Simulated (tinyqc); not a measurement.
## Dopant mobility from one pulse

Inverse problem. With linear drift and no window, R = Ron x + Roff (1 - x), dx/dt = k i, k = mv Ron/D^2, and so R^2 = R0^2 - 2 k (Roff - Ron) phi after the flux phi. Find x0, k, mv and the charge passed.

Parameters, values chosen for the exercise: resistance of the fully doped film Ron = 50 ohm; resistance of the undoped film Roff = 40000 ohm; film thickness D = 8 nm.

R before and after a pulse of flux 2.1 V s (ohm): [35605.500, 21021.661]

Answer. R^2 is linear in the flux and R is linear in the charge.

x0 = 0.110
k = 4.92e3 1/C
mv = 6.30e-15 m^2/(V s)
charge = 74.2 uC

Program tinyqc, `OMP_NUM_THREADS=1 python tinyqc.py 2880066 2880067 out.jsonl`; Intel Xeon 2.30GHz, shared host, one thread, about 0.2 s.
